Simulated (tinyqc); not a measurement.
# Ideality, saturation current and resistance from three points

Question. Well above the saturation current a diode obeys V = n Vt ln(I/I0) + I Rs. Find n, Rs and I0.

Values chosen for this exercise: temperature T = 300 K.

Constants: q = 1.602176634e-19 C, kB = 1.380649e-23 J/K, Vt = kB T/q. Results are converted to the units shown.

currents (A): [8e-6, 0.0004, 0.02]
voltages (V): [0.39779947, 0.52032795, 0.65053963]

Answer. V is linear in the three unknowns n Vt, Rs and -n Vt ln I0, so three points give a linear system.

n = 1.21
Rs = 0.400 ohm
I0 = 2.40e-11 A

Computed by the program tinyqc: `OMP_NUM_THREADS=1 python tinyqc.py 2260134 2260135 out.jsonl`, one thread of a shared Intel Xeon 2.30GHz, about 0.01 s for the whole run.
